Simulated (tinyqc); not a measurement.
# Frequency dispersion of an accumulation capacitance by border traps, distributed model, step by step

Program tinyqc, `OMP_NUM_THREADS=1 python tinyqc.py 2202246 2202247 out.jsonl`; Intel Xeon 2.30GHz, shared host, one thread, about 0.5 s. Printed values are rounded.

Traps spread evenly through the insulator exchange electrons with the semiconductor by tunnelling, with tau(x) = t0 exp(2 ka x) at depth x from the interface. The admittance per area Y seen at depth x obeys dY/dx = -Y^2/(i w eps0 eox) + q Nb ln(1 + i w tau)/tau, with Y(0) = i w Cs and w = 2 pi f; the gate sees Y(tox) = G + i w C. Working variable y = Y/(i w), in uF/cm^2. Cox = eps0 eox/tox.

Inputs (values chosen for the exercise); permittivity close to that of zirconium oxide:
- eox = 22.4 (relative permittivity of the insulator)
- tox = 10 nm (insulator thickness)
- Cs = 1.4 uF/cm^2 (semiconductor capacitance in accumulation)
- Nb = 3.1e18 cm^-3 eV^-1 (density of border traps)
- ka = 4.6 1/nm (decay constant of the wave function in the insulator)
- t0 = 6e-9 s (time constant of a trap at the interface)
- f = 1e5 Hz (frequency)
- xe = 1.2 nm (depth down to which the steps are taken)

Constants: q = 1.602176634e-19 C, eps0 = 8.8541878128e-14 F/cm where lengths are in cm. Results are converted to the units shown.

## Scales and lumped estimate

Cox; trap-free value 1/(1/Cox + 1/Cs); response depth d = ln(1/(w t0))/(2 ka), where w tau = 1; lumped estimate: all traps within d act as C_bt = q Nb d placed at d/2, so C = 1/{1/[1/(1/Cs + d/(2 eps0 eox)) + C_bt] + (tox - d/2)/(eps0 eox)}.

Cox = 1.98334 uF/cm^2
trap-free C = 0.820690 uF/cm^2
d = 0.606598 nm
C_bt = 0.0301282 uF/cm^2
lumped C = 0.831397 uF/cm^2

The traps within reach amount to 0.0215 Cs and lie in the first 6.07 % of the insulator.

## Midpoint steps through the active depth

In terms of y: dy/dx = -y^2/(eps0 eox) + s(x), s = q Nb ln(1 + z)/z, z = i w tau. 10 midpoint steps of h = xe/10: y_half = y + (h/2) y'(x, y), y(new) = y + h y'(x + h/2, y_half).

```
point,x (nm),s (uF/(cm^2 nm)),y (uF/cm^2)
0,0,0.0496672-0.0000936i,1.40000+0.00000i
1,0.12,0.0496653-0.0002824i,1.39415-0.00002i
2,0.24,0.0496480-0.0008512i,1.38840-0.00008i
3,0.36,0.0494914-0.0025553i,1.38274-0.00025i
4,0.48,0.0481438-0.0073941i,1.37711-0.00077i
5,0.6,0.0398492-0.0167375i,1.37115-0.00217i
6,0.72,0.0215583-0.0192785i,1.36355-0.00449i
7,0.84,0.0084379-0.0124961i,1.35403-0.00635i
8,0.96,0.0029467-0.0062547i,1.34363-0.00732i
9,1.08,0.0009935-0.0027773i,1.33299-0.00770i
10,1.2,0.0003312-0.0011542i,1.32240-0.00779i
```

## Capacitance and conductance at the gate

y at xe = 1.32240-0.00779i uF/cm^2

Beyond xe the traps are ignored, so 1/y(tox) = 1/y(xe) + (tox - xe)/(eps0 eox); C = Re y, G/w = -Im y, loss tangent G/(w C).

y at the gate = 0.833411-0.003094i uF/cm^2
C = 0.833411 uF/cm^2
G/w = 0.00309367 uF/cm^2
loss tangent = 0.00371205

A fine integration over the whole insulator gives C = 0.83343 and G/w = 0.003151 uF/cm^2; the coarse G/w is 1.8 % below that. The fine C is 1.6 % above the trap-free value, and the lumped estimate is 0.24 % below the fine result.
